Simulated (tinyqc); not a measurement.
Minority carriers and saturation current of a heavily doped emitter: one step of the calculation.

n-type, parabolic bands, full ionisation. eta = (EF - Ec)/kB T solves N = Nc F12(eta), F12(x) = (2/sqrt(pi)) int_0^infinity sqrt(u)/(1 + exp(u - x)) du. The gap shrinks rigidly by dEg = a3 y^(1/3) + a4 y^(1/4) + a2 y^(1/2), y = N/1e18 cm^-3, an empirical law that is here taken as the true narrowing.

Problem. Fermi level. Newton step on ln F12(eta) = ln(N/Nc): eta(new) = eta - ln(Nc F12/N) F12/Fm, Fm(x) = dF12/dx = (1/sqrt(pi)) int_0^infinity u^(-1/2)/(1 + exp(u - x)) du.

Inputs (values chosen for the exercise):
- Nc = 2.81e19 cm^-3 (conduction-band density of states at 300 K)
- N = 2.3e19 cm^-3 (ionised donor density)

eta at the start (Boltzmann value) = -0.2003

Wanted: F12; Fm; eta after iteration 1.

Solution.

F12 = 0.65145
Fm = 0.53126
eta after iteration 1 = 0.079632

Range of the model: Band tails, non-parabolic bands and incomplete ionisation are left out.

Computed by the program tinyqc: `OMP_NUM_THREADS=1 python tinyqc.py 2330114 2330115 out.jsonl`, one thread of a shared Intel Xeon 2.30GHz, about 0.01 s for the whole run.
